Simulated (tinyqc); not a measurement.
A periodic Ge profile (wiggle well): inter-valley coupling by envelope functions against a chain of atomic planes.

Chain: E(phi) = e0 + 2 v cos(phi) + 2 u cos(2 phi), cos(phi0) = -v/(4u), e0 = 2u + v^2/(4u); plane j = 0, 1, ... has the potential V_j = dE x_j + F (j - 30) a/4 (1 MV/m = 1e-4 V/angstrom). There are 30 barrier planes a side; with y = j - 29.5, x_j = xb (f(y) + f(Nw - y)), f(y) = 1/(1 + exp(y/L)), plus any Ge added in the well. The valley splitting is the spacing of the two lowest levels. Envelope theory: F_j solves a one-valley chain with hopping -b and diagonal 2b + V_j, b = 4u sin^2(phi0), sum F_j^2 = 1; the valleys couple by Dv = sum_j F_j^2 V_j exp(-2 i phi0 j) and split by 2|Dv|.

Inputs chosen for the exercise (near those of the Delta valleys of silicon in a SiGe well; shifted at random, so the results belong to these values and not to a real crystal):
- a = 5.431 angstrom (lattice constant; planes lie a/4 apart)
- u = 0.632 eV (second-neighbour hopping)
- v = 0.627 eV (nearest hopping)
- Nw = 37 (planes in the well)
- L = 1 planes (interface width)
- xb = 0.24 (Ge fraction of the barriers)
- dE = 0.58 eV (offset per unit Ge fraction)
- F = 2 MV/m (field)
- xw = 0.014 (mean Ge fraction of the wiggle)

periods (planes): pi/phi0 1.72479, pi/(pi - phi0) 2.37971

Added fraction xw (1 - cos(2 pi (j - 30)/p)) on the well planes; p = f times the resonant period pi/(pi - phi0). At resonance the estimate is dE xw.

Against period:
```
f     p (planes)  mean of the doublet (meV)  splitting, chain (micro-eV)  envelope
0.90      2.1417                      24.60                          283       289
0.95      2.2607                      24.44                         4104      4262
0.98      2.3321                      24.63                         7224      7307
0.99      2.3559                      24.68                         7740      7766
1.00      2.3797                      24.70                         7920      7894
1.01      2.4035                      24.68                         7784      7727
1.02      2.4273                      24.64                         7341      7272
1.05      2.4987                      24.48                         4796      4712
1.10      2.6177                      24.53                          835       773
1.50      3.5696                      24.69                           49        46
3.00      7.1391                      24.71                            6         5
```

The splitting peaks at f = 1 with 7.92 meV, against the estimate dE xw = 8.12 meV, and is 0.91 and 0.93 of the value at f = 1 two per cent off to either side: the width of the resonance is set by the number of periods under the envelope. At f = 3 it is 6 micro-eV. The chain has one orbital a plane and knows only this resonance; longer periods that work through other bands are outside it.

Run: tinyqc, `OMP_NUM_THREADS=1 python tinyqc.py 1482134 1482135 out.jsonl`; Intel(R) Xeon(R) Processor @ 2.30GHz, one thread, shared host; about 0.04 s of CPU time with all checks.
